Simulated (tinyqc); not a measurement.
From one set of inputs to another, one input at a time: band-to-band tunnelling and avalanche in a reverse-biased abrupt junction. Computed by tinyqc, a small Python program. Command: `OMP_NUM_THREADS=1 python tinyqc.py 3014646 3014647 out.jsonl zener ladder`. One thread of a shared host (Intel(R) Xeon(R) Processor @ 2.30GHz), about 0.04 s of CPU time with the checks.

Direct Kane tunnelling in the local field (for indirect gaps the mass is an effective fit) and one ionisation coefficient for both carriers. N is the doping of the light side, or N_A N_D/(N_A + N_D) for the symmetric junction; the built-in voltage is taken as E_g/e.

The inputs printed are set A. Set A is modelled on silicon; the values taken over come from a set modelled on In0.53Ga0.47As. Inputs not listed in the table keep their values of set A, so the rows need not describe a real material.

Inputs (values chosen for the exercise, modelled on silicon):
```
quantity                                              value    unit
band gap at 300 K, E_g                                 1.09      eV
gap narrowing with temperature, -dE_g/dT               0.25   meV/K
reduced tunnelling mass m_r                            0.19     m_0
permittivity eps                                       11.7       -
ionisation prefactor a                              1.1e+06    1/cm
ionisation field at 300 K, b                        1.6e+06    V/cm
relative rise of b with temperature                     4.2  1e-4/K
effective doping N                                  3.2e+18  1/cm^3
reverse bias V_R                                        2.4       V
current density that defines tunnel breakdown, J_0      0.1  A/cm^2
temperature T                                           300       K
```

Junction: one-sided.

Constants: eps_0 = 8.8541878128e-12 F/m; e = 1.602176634e-19 C; m_0 = 9.1093837015e-31 kg; hbar = 1.054571817e-34 J s.

Method:
- E_g(T) = E_g - (T - 300 K)(-dE_g/dT); b(T) = b [1 + (rise)(T - 300 K)]; w = sqrt(2 eps eps_0 (V_R + E_g/e)/(e N)); F_m = 2 (V_R + E_g/e)/w; the field falls linearly from F_m to 0 across w.
- Kane: G(F) = A F^2 exp(-B/F), A = e^2 sqrt(m_r)/(18 pi hbar^2 sqrt(E_g)), B = pi sqrt(m_r) E_g^(3/2)/(2 e hbar), SI units; J = e int G dx x V_R/(V_R + E_g/e), the last factor making J vanish at zero bias; int G dx = (w/F_m) int_0^F_m G dF by 64 Gauss-Legendre points.
- Avalanche: I = (w/F_m) int_0^F_m a exp(-b/F) dF by 64 Gauss-Legendre points, M = 1/(1 - I), breakdown at I = 1.
- V_Z solves J = J_0 and V_A solves I = 1; the lower one is the breakdown voltage; temperature coefficients by a central difference of +/- 10 K.

Each row keeps all changes above it:
```
input moved                             from       to  tunnel current density (A/cm^2)  tunnel breakdown V_Z (V)  avalanche breakdown V_A (V)
set A                                      -        -                       7.7595e+00                     1.255                        3.387
reverse bias V_R (V)                     2.4      1.3                       1.2570e-01                     1.255                        3.387
band gap at 300 K, E_g (eV)             1.09    0.766                       1.6711e+02                     0.236                        3.711
temperature T (K)                        300      350                       2.1907e+02                     0.213                        3.826
effective doping N (1/cm^3)          3.2e+18  1.3e+17                       2.9303e-19                    14.896                       11.850
reduced tunnelling mass m_r (m_0)       0.19    0.026                       7.4435e-04                     2.359                       11.850
ionisation field at 300 K, b (V/cm)  1600000  1630000                       7.4435e-04                     2.359                       12.204
permittivity eps                        11.7     13.9                       9.6907e-05                     2.869                       13.367
```

Tunnel current density goes from 7.76 to 9.69e-5, a factor 1.25e-5 in all. The largest single move comes from effective doping N (a factor 1.34e-21), and reduced tunnelling mass m_r works against it (a factor 2.54e15). Tunnel breakdown V_Z goes from 1.25 to 2.87, a factor 2.29 in all. The largest single move comes from effective doping N (a factor 69.9), and reduced tunnelling mass m_r works against it (a factor 0.158). Avalanche breakdown V_A goes from 3.39 to 13.4, a factor 3.95 in all. The largest single move comes from effective doping N (a factor 3.10). The single moves hold for this order of the switches; the total does not depend on the order.

Caution (rows set A, reverse bias V_R, band gap at 300 K, E_g): V_A is below about 5 E_g/e, where the local law understates it, since it ignores the distance a carrier needs to reach the ionisation energy.

Extremes, crossings and ranges named in words are read from the listed rows.
